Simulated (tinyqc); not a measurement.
What each parameter does: two-band k.p model of the X valleys of a zinc-blende crystal.

k along the valley axis, counted from X, c = hbar^2/2m0, e = c k^2/ml. H = [[e - D/2, i P k], [-i P k, e + D/2]] with P^2 = D0 c/ml, so E = e -/+ sqrt(D^2/4 + D0 e). For D = 0 (diamond lattice) the bands cross at X.

With x = D/D0: for x < 1 the minima lie at k_m = sqrt(ml D0 (1 - x^2)/(4 c)), the hump at X has the height dE = (D0/4)(1 - x)^2 and the mass at the minimum is ml/(1 - x^2); the mass at X is ml/(1 - 1/x), negative for x < 1. For x > 1 the minimum is at X.

Thermal masses along the axis for one X point, lower band, E from the minimum, on 1601 points from -0.8 to 0.8 1/angstrom: density-of-states mass m_d = c I^2/(pi kT), I = integral of exp(-E/kT) dk; conductivity mass m_c = 2 c kT/<(dE/dk)^2> with central differences.

Constants: hbar^2/2m0 = 3.80998211 eV angstrom^2; kB = 8.617333262e-05 eV/K.

Parameters, chosen for this exercise (of the order of those of GaP; not measured data): D = 0.324 eV (splitting of the two conduction levels at X); D0 = 0.473 eV (coupling energy); ml = 0.92 m0 (mass along the axis from remote bands); T = 50 K (temperature).

Shape of the lower band and thermal masses.

One parameter was then changed.

Results before and after:

| case | k_m (1/angstrom) | dE (meV) | m_d (m0) | m_c (m0) |
|---|---|---|---|---|
| base | 0.1231 | 11.734 | 7.942 | 2.157 |
| changed | 0.1281 | 13.667 | 7.405 | 1.983 |

Which of these changes was made? (a) ml = 0.8924 m0; (b) D0 = 0.4872 eV; (c) D = 0.3337 eV; (d) T = 51.5 K.
Answer: (b) D0 = 0.4872 eV. Of the candidates, run in turn, only this one gives the changed row.

All candidates:

| case | k_m (1/angstrom) | dE (meV) | m_d (m0) | m_c (m0) |
|---|---|---|---|---|
| base | 0.1231 | 11.734 | 7.942 | 2.157 |
| D = 0.3337 eV | 0.1198 | 10.256 | 8.542 | 2.351 |
| D0 = 0.4872 eV | 0.1281 | 13.667 | 7.405 | 1.983 |
| ml = 0.8924 m0 | 0.1212 | 11.734 | 7.704 | 2.092 |
| T = 51.5 K | 0.1231 | 11.734 | 7.966 | 2.172 |

tinyqc: `OMP_NUM_THREADS=1 python tinyqc.py 1850161 1850162 out.jsonl`; about 0.01 s, one thread, shared Intel(R) Xeon(R) Processor @ 2.30GHz.
